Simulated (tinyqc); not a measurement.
Undoped symmetric double-gate MOSFET, analytic potential model: output curve.

An undoped body of thickness ts between two equal insulators and tied gates; long channel, electrons only, n = ni exp((psi - V)/Vt) with V the quasi-Fermi potential (0 at the source, Vd at the drain), constant mobility, no quantisation. Across the body psi(x) = V - 2 Vt ln[(ts/(2 beta)) sqrt(q ni/(2 eps0 eps_r Vt)) cos(2 beta x/ts)], x from the centre. Q is the electron charge per area of the whole body.

ni = sqrt(Nc Nv) exp(-Eg/(2 Vt)), Eg in volts; r = eps_r tox/(eox ts); V0 = dphi + 2 Vt ln[(2/ts) sqrt(2 eps0 eps_r Vt/(q ni))]. beta (between 0 and pi/2) solves (Vg - V0 - V)/(2 Vt) = ln(beta) - ln(cos beta) + 2 r beta tan(beta). Q = 8 eps0 eps_r Vt beta tan(beta)/ts; I = mu (1/L)(4 eps0 eps_r/ts)(2 Vt)^2 [g(beta_s) - g(beta_d)] per width, g = beta tan(beta) - beta^2/2 + r beta^2 tan^2(beta), with beta_s at V = 0 and beta_d at V = Vd.

Inputs (values chosen for the exercise); material values close to those of silicon:
- T = 300 K (temperature)
- Eg = 1.13 eV (band gap)
- eps_r = 11.7 (relative permittivity of the semiconductor)
- Nc = 2.8e19 cm^-3 (conduction-band density of states at T)
- Nv = 2.69e19 cm^-3 (valence-band density of states at T)
- eox = 24.7 (relative permittivity of the gate insulator)
- tox = 13 nm (insulator thickness)
- ts = 25 nm (body thickness)
- dphi = 0.08 V (gate work function less that of the intrinsic body)
- mu = 120 cm^2/(V s) (channel mobility)
- L = 0.5 um (gate length)
- Vg = 0.82 V (gate voltage)

Constants: q = 1.602176634e-19 C, kB = 1.380649e-23 J/K, Vt = kB T/q, eps0 = 8.8541878128e-14 F/cm where lengths are in cm. Results are converted to the units shown.

Results:

| Vd (V) | Qd (nC/cm^2) | Qd/Qs | I (uA/um) |
|---|---|---|---|
| 0.06 | 498.4 | 0.7614 | 8.290 |
| 0.11 | 376.4 | 0.5750 | 13.53 |
| 0.16 | 264.4 | 0.4040 | 17.36 |
| 0.27 | 73.53 | 0.1123 | 21.62 |
| 0.32 | 25.11 | 0.03836 | 22.18 |
| 0.38 | 3.686 | 0.005631 | 22.35 |
| 0.43 | 0.5657 | 8.643e-4 | 22.37 |
| 0.48 | 0.08254 | 1.261e-4 | 22.37 |

Estimate the missing row, Vd = 0.22 V.

Computed row:

| Vd (V) | Qd (nC/cm^2) | Qd/Qs | I (uA/um) |
|---|---|---|---|
| 0.22 | 148.6 | 0.2271 | 20.31 |

With this row back in the table: The current rises from 8.29 to 22.4 uA/um, while the charge at the drain end falls from 0.76 to 1.3e-4 of that at the source. The current first comes within 1 % of its last value at Vd = 0.32 V among the rows. Over the last rows Qd falls by a factor of e for each Vt of drain voltage: the drain end is in weak inversion. In every row the surface density at the source passes 0.3 Nc, where Boltzmann statistics fail.

tinyqc, about 0.01 s, one thread, Intel Xeon 2.30GHz (shared host): `OMP_NUM_THREADS=1 python tinyqc.py 2440075 2440076 out.jsonl`
